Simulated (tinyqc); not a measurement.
Order-disorder in a binary alloy on two sublattices: Bragg-Williams and pair (quasi-chemical) approximations: one step, computed by the program tinyqc.

All z = 4 neighbours of a site lie on the other sublattice. B fills the sublattices with x + eta/2 and x - eta/2; energies are per site, from the pure components: u = -z w y with y the probability of an A-B bond taken in one order.

Task: Critical temperatures. Bragg-Williams: k_B T_c = 2 z w x (1 - x). Pair approximation at x = 1/2: k_B T_c = w/ln(z/(z - 2)).

Inputs (values chosen for the exercise, for a model alloy): ordering energy w = (e_AA + e_BB)/2 - e_AB = 25.9 meV; fraction x of B = 0.41.

Lattice: square (z = 4).

Constants: k_B = 8.617333262e-05 eV/K.

Give: T_c, Bragg-Williams; T_c, pair approximation at x = 1/2.

Result:

T_c, Bragg-Williams = 581.6 K

T_c, pair approximation at x = 1/2 = 433.6 K

At x = 1/2 the pair value is 0.721 of the Bragg-Williams one; the ratio tends to 1 as z grows.
